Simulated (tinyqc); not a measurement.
# Changing the width b

Model: ballistic transport through the one-dimensional subbands of a rectangular nanowire or nanosheet channel. Computed by tinyqc, a small Python program. Command: `OMP_NUM_THREADS=1 python tinyqc.py 3009718 3009719 out.jsonl wire sweep`. One thread of a shared host (Intel(R) Xeon(R) Processor @ 2.30GHz), about 0.08 s of CPU time with the checks.

Hard walls, parabolic subbands, transport along x. Energies are counted from the bulk conduction band edge at the top of the barrier, which the gate pulls down by U; the source Fermi level lies at the bulk edge when U = 0.

Inputs (values chosen for the exercise, modelled on silicon): light mass m_t = 0.19 m_0; heavy mass m_l = 0.922 m_0; height a = 4 nm; equivalent oxide thickness t = 2 nm; gate voltage above flat band V_G = 0.75 V; drain voltage V_D = 0.05 V; temperature T = 77 K; mean free path for back-scattering lambda = 170 nm; channel length L = 31 nm.

Valleys: silicon [100] wire.

Constants: hbar^2/(2 m_0) = 3.80998212 eV angstrom^2; k_B = 8.617333262e-05 eV/K; m_0 = 9.1093837015e-31 kg; k_B = 1.380649e-23 J/K; hbar = 1.054571817e-34 J s; eps_0 = 8.8541878128e-12 F/m; e = 1.602176634e-19 C; h = 6.62607015e-34 J s.

Method:
- E_pq = (hbar^2 pi^2/2)(p^2/(m_y b^2) + q^2/(m_z a^2)); valley pairs: (m_x, m_y, m_z) = (m_t, m_t, m_l), (m_t, m_l, m_t), (m_l, m_t, m_t), each with degeneracy g = 2; the 10 lowest subbands are kept.
- F_j(eta) = (1/Gamma(j + 1)) int_0^infinity x^j/(1 + exp(x - eta)) dx, F_0 = ln(1 + exp(eta)). Integrals over x = E/(k_B T) use 160 Gauss-Legendre points in u = sqrt(x) from 0 to sqrt(max(eta, 0) + 32).
- With degeneracy g = 2, eta_i = (U - E_i)/(k_B T) and u = e V_D/(k_B T): line density n = sum_i g sqrt(2 m_x k_B T/pi)/(2 hbar) [F_-1/2(eta_i) + F_-1/2(eta_i - u)]; gate: e n = C_ox (V_G - U/e), C_ox = 3.9 eps_0 2 (a + b)/t (flat-plate estimate); I = (2 e k_B T/h) sum_i g [F_0(eta_i) - F_0(eta_i - u)].
- Linear conductance G = (2 e^2/h) sum_i g f(eta_i), g = 2, f = 1/(1 + exp(-eta_i)), with the barrier frozen at the eta_i above; current per perimeter I/(2(a + b)); with scattering, transmission lambda/(lambda + L) and low-bias resistance (1 + L/lambda)/G.

One run for each value; columns: (1) width b (nm); (2) current per perimeter (microampere/micrometre); (3) ballistic current I (microampere); (4) open modes sum g f; (5) mean velocity I/(e n) (1e7 cm/s):
```
(1)      (2)     (3)     (4)      (5)
4.2   930.59  15.262   4.493  0.98340
5.6   835.06  16.033   6.841  0.84093
7.5   775.96  17.847   8.885  0.76050
10.0  846.68  23.707  10.896  0.81365
13.0  792.76  26.954  13.424  0.75342
```

Describe the trends.

Over the rows, current per perimeter (microampere/micrometre) lies between 776 and 931 without a single trend; ballistic current I (microampere) rises from 15.3 to 27.0 (exponent d ln y / d ln x 0.17 between the first rows and 0.49 between the last); open modes sum g f rises from 4.49 to 13.4 (exponent d ln y / d ln x 1.5 between the first rows and 0.80 between the last).  Left out: 18.0, 24.0, 32.0 (more than ten subbands are occupied).

Extremes, crossings and ranges named in words are read from the listed rows.
